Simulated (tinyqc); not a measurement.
Classical Heisenberg spin chain: exact results, Metropolis, heat-bath and over-relaxation steps, and a Monte Carlo run: one step, computed by the program tinyqc.

E = -J sum_i s_i . s_(i+1) for unit vectors s_i on an open chain; K = J/(k_B T).

Task: Four single-spin steps. The given spins are first normalised. Spins 2 and 3 are updated in turn, with h = K (sum of the two neighbours). Heat bath: cos(theta) = 1 + ln(1 - r1 (1 - exp(-2 |h|)))/|h| about n = h/|h|, azimuth 2 pi r2 = phi in the frame a = n x z/|n x z|, b = n x a: s = n cos(theta) + sin(theta)(a cos(phi) + b sin(phi)); r1, r2 are the first two numbers of the row.

Inputs (values chosen for the exercise, for a model chain of large moments): temperature T = 789 K.

Update: heat bath.

four neighbouring spins (rows; components x, y, z):
```
         1        2        3
1  -0.7417   0.1317  -0.6576
2  -0.4244   0.6315   0.6489
3  -0.5954   0.7989  -0.0855
4  -0.2544  -0.7819  -0.5691
```

random numbers, one row a step:
```
        1       2       3
1  0.4144  0.1872  0.9224
2  0.9156  0.9105  0.2634
3  0.3186  0.9794  0.7241
4  0.6663  0.8442  0.0940
```

K = 0.5000680

Give: the table «Steps» with the columns |h|, h . s before, h . s after, move, x, y, z.

Result:

Steps:

| spin | \|h\| | h . s before | h . s after | move | x | y | z |
|---|---|---|---|---|---|---|---|
| 2 | 0.8954 | 0.3365 | 0.4719 | heat bath | 0.0603 | 0.3560 | -0.9325 |
| 3 | 0.7865 | -0.0482 | -0.5070 | heat bath | -0.6704 | 0.0886 | 0.7367 |
| 2 | 0.7158 | -0.0403 | 0.4381 | heat bath | -0.4774 | 0.8682 | 0.1357 |
| 3 | 0.4275 | 0.0895 | -0.0553 | heat bath | -0.2389 | 0.5852 | 0.7749 |
